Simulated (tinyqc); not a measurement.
Undoped gate-all-around wire MOSFET, analytic charge model: one step of the calculation.

An undoped round wire of radius R under an insulator shell and a surrounding gate; long channel, electrons only, n = ni exp((psi - V)/Vt) with V the quasi-Fermi potential (0 at the source, Vd at the drain), constant mobility, no quantisation. The radial Poisson equation gives n(r) = n(0)/(1 - (1 - b) r^2/R^2)^2 with b = Q0/(Q + Q0). Q is the electron charge per area of the wire surface.

Task. Constants of the wire. ni = sqrt(Nc Nv) exp(-Eg/(2 Vt)), Eg in volts; Cox = eps0 eox/(R ln(1 + tox/R)); Q0 = 4 eps0 eps_r Vt/R; V0 = dphi + Vt ln[8 eps0 eps_r Vt/(q ni R^2)].

Values chosen for this exercise; material values close to those of silicon:
- T = 293 K (temperature)
- Eg = 1.1 eV (band gap)
- eps_r = 11.8 (relative permittivity of the semiconductor)
- Nc = 2.7e19 cm^-3 (conduction-band density of states at T)
- Nv = 2.51e19 cm^-3 (valence-band density of states at T)
- eox = 24 (relative permittivity of the gate insulator)
- tox = 14 nm (insulator thickness)
- R = 4 nm (wire radius)
- dphi = 0.15 V (gate work function less that of the intrinsic body)

Constants: q = 1.602176634e-19 C, kB = 1.380649e-23 J/K, Vt = kB T/q, eps0 = 8.8541878128e-14 F/cm where lengths are in cm. Results are converted to the units shown.

Wanted: ni; Cox; Q0; V0.

Result.

ni = 9.0195e9 cm^-3
Cox = 3.5321 uF/cm^2
Q0 = 263.80 nC/cm^2
V0 = 0.67093 V

Numbers from tinyqc (`OMP_NUM_THREADS=1 python tinyqc.py 2460019 2460020 out.jsonl`; about 0.02 s on one thread of a shared Intel Xeon 2.30GHz).
